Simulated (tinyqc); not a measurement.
Inside a calculation: dielectric confinement in a thin film (image charges). Values are carried at full precision from step to step, so a last printed digit may differ when a step is redone from the rounded ones.

A film |z| < t/2 of dielectric constant eps between half-spaces of dielectric constant e2; lam = (eps - e2)/(eps + e2), q = e^2/(4 pi eps0). The self-energy of a band edge is taken with the high-frequency value, e2 = eh, and the field of a fixed ion with the static one, e2 = eo. A charge at z has images lam^|n| at n t + (-1)^n z. Its self-energy is S(z) = (q/2 eps) sum over n >= 1 of lam^n [1/(n t - 2z) + 1/(n t + 2z)] for odd n and 2 lam^n/(n t) for even n; at the centre S(0) = -(q/(eps t)) ln(1 - lam).

Constants: e^2/(4 pi eps0) = 14.39964547 eV angstrom; hbar^2/2m0 = 3.80998211 eV angstrom^2; Ry = 13.60569312 eV.

Parameters, chosen for this exercise (near those of a Si (100) film, two-fold valleys, between layers of Al2O3; the results hold for these values, not for the real material): t = 74 angstrom (film thickness); eps = 11.8 (dielectric constant of the film); eh = 3 (high-frequency dielectric constant outside); mz = 0.893 m0 (mass across the film); eo = 9.1 (static dielectric constant outside); m = 0.193 m0 (mass in the plane).

## Images for a charge at the centre

Give lam, the first five terms (q/eps) lam^n/(n t), their sum and the closed form.

lam = 0.5946

terms (meV): 9.81  2.92  1.16  0.52  0.25

sum of five = 14.64 meV
S(0) = 14.89 meV

The surroundings screen less than the film, so the images repel and each band edge moves outwards: the gap changes by about 2 S = +30 meV. The static value 9.1 would give S(0) = +2.3 meV.

## Self-energy across the film

S at 2z/t = 0, 0.2, 0.4, 0.6, 0.8 and 0.9, summed to n = 399.

Self-energy:
```
2z/t  z (angstrom)  S (meV)
0.0            0.0    14.89
0.2            7.4    15.30
0.4           14.8    16.78
0.6           22.2    20.46
0.8           29.6    32.42
0.9           33.3    56.81
```

Towards the wall S diverges as (q lam/4 eps)/(distance), an artefact of the abrupt interface that the vanishing envelope makes harmless.

## Shift of the subband edge

First order: <S> over the envelope (2/t) cos^2(pi z/t), beside the confinement energy c (pi/t)^2/mz, c = hbar^2/2m0.

<S> = 17.05 meV
confinement energy = 7.69 meV

|<S>| is 2.22 times the confinement energy; the first goes as 1/t and the second as 1/t^2, so they are equal at t = 33 angstrom.

## Binding of a donor

Donor at the centre, lam from the static eo, trial function cos(pi z/t) exp(-rho/l): E(l) = c/(m l^2) - (q/eps) times the integral over k of F(k t) (1 + (k l/2)^2)^(-3/2), with F(x) = F0 + 2 lam exp(-x) G/(1 - lam exp(-x)), F0 = 2[(1 - exp(-x/2))/x + x (1 + exp(-x/2))/(x^2 + 4 pi^2)], G = 2 sinh(x/2)[1/x - x/(x^2 + 4 pi^2)]; c = hbar^2/2m0. The binding energy is -E at the minimum, counted from the subband edge with its self-energy.

Minimise over l with and without images (lam = 0); Ry* = Ry m/eps^2.

Donor:
```
case         l (angstrom)  binding (meV)  in Ry*
no images            33.3           31.7    1.68
with images          32.9           35.9    1.90
```

Ry* = 18.86 meV

The images change the binding by +4.2 meV, against -2 (q/(eps t)) ln(1 - lam) = +4.6 meV for an orbit much smaller than t. At 300 K the binding is 1.4 kB T.

## Checks

- S(0) from the series against the closed form, meV: both 14.89.
- F(2.3) for lam = 0.5946 from a direct sum over images against the closed form: both 0.8676.

Computed by tinyqc, a small Python program: `OMP_NUM_THREADS=1 python tinyqc.py 1280815 1280816 out.jsonl` (the numbers bound the seed that draws the inputs); one thread of a shared host (Intel(R) Xeon(R) Processor @ 2.30GHz), about 0.08 s for the whole set of steps.
